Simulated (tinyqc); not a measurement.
# Which input was changed?

Model: Landau-Devonshire theory of a uniaxial ferroelectric. Computed by tinyqc, a small Python program. Command: `OMP_NUM_THREADS=1 python tinyqc.py 3021797 3021798 out.jsonl ferro which`. One thread of a shared host (Intel(R) Xeon(R) Processor @ 2.30GHz), about 0.09 s of CPU time with the checks.

G(P) = (alpha/2) P^2 + (beta*/4) P^4 + (gamma/6) P^6 - E P per volume, SI units, one domain, P along the polar axis, which is normal to the film.

Inputs (values chosen for the exercise, for a model ferroelectric):
```
quantity,value,unit
alpha_0,262000,J m/(C^2 K)
Curie-Weiss temperature T0,350,K
beta,6.16e+08,J m^5/C^4
gamma,2.01e+09,J m^9/C^6
temperature T,166,K
misfit strain u_m,-0.0094,-
electrostriction Q12,-0.021,m^4/C^2
compliance s11 + s12,3.4e-12,m^2/N
film thickness d,3.3,nm
screening length lambda,0.008,nm
background permittivity eps_b,7,-
gradient coefficient g,1.6e-11,J m^3/C^2
```

Sample: epitaxial film.

Constants: eps_0 = 8.8541878128e-12 F/m.

Method:
- alpha = alpha_0 (T - T0*), with clamping: T0* = T0 + 4 Q12 u_m/(alpha_0 (s11 + s12)), beta* = beta + 4 Q12^2/(s11 + s12).
- Ps^2 = [-beta* + sqrt(beta*^2 - 4 alpha gamma)]/(2 gamma).
- chi = 1/(eps_0 G''), G'' = alpha + 3 beta* P^2 + 5 gamma P^4 at Ps. Ps, chi and the coercive field are for perfect screening, without a depolarising field. The intrinsic coercive field is |alpha P + beta* P^3 + gamma P^5| at the P_c where G'' = 0. 1 C/m^2 = 100 microcoulomb/cm^2.
- With the term (g/2) (dP/dx)^2, (g/2) P'^2 = G(P) - G(Ps) across the wall: energy = int_(-Ps)^(Ps) sqrt(2 g [G(P) - G(Ps)]) dP (40 Gauss-Legendre points); width = 2 Ps over the slope at P = 0, sqrt(2 |G(Ps)|/g). Elastic coupling inside the wall is left out.
- Between shorted electrodes with screening length lambda each, the depolarising field is -k P, k = 2 lambda/(eps_0 (d + 2 lambda eps_b)), so alpha turns into alpha + k.
- The polar state is the lowest uniform state while alpha + k < 0 (beta* > 0) or < 3 beta*^2/(16 gamma) (beta* < 0); setting the equality gives the critical thickness d_c.

Question. One of these inputs alone was changed, within the range given: beta (3.08e+08 to 1.232e+09); misfit strain u_m (-0.0188 to -0.0047); electrostriction Q12 (-0.042 to -0.0105); gradient coefficient g (8e-12 to 3.2e-11). Which one, and to what value?

Results:
```
run,susceptibility chi,critical thickness d_c (nm),wall width (nm)
before,161.3843,6.331565,0.6493131
after,125.0355,5.020360,0.5763964
```

Answer.

Each candidate set to reproduce susceptibility chi, and what it then gives:
```
candidate,range searched,value needed,critical thickness d_c (nm),wall width (nm)
beta (J m^5/C^4),3.08e+08 to 1.232e+09,out of reach,-,-
misfit strain u_m,-0.0188 to -0.0047,-0.01230,5.0204,0.57640
electrostriction Q12 (m^4/C^2),-0.042 to -0.0105,-0.03024,4.6113,0.56177
gradient coefficient g (J m^3/C^2),8e-12 to 3.2e-11,no effect,-,-
```

Only misfit strain u_m fits every result: it went from -0.0094 to -0.0123. The next best candidate, electrostriction Q12, misses one result by 8.1 %.

Caution: the strain shifts T0 by more than 500 K here, which is beyond the range where constant coefficients hold. Caution: far below T0* the expansion with linear alpha(T) is only a fit. Caution: a wall under 0.8 nm, some two lattice spacings, wide is outside the continuum picture.
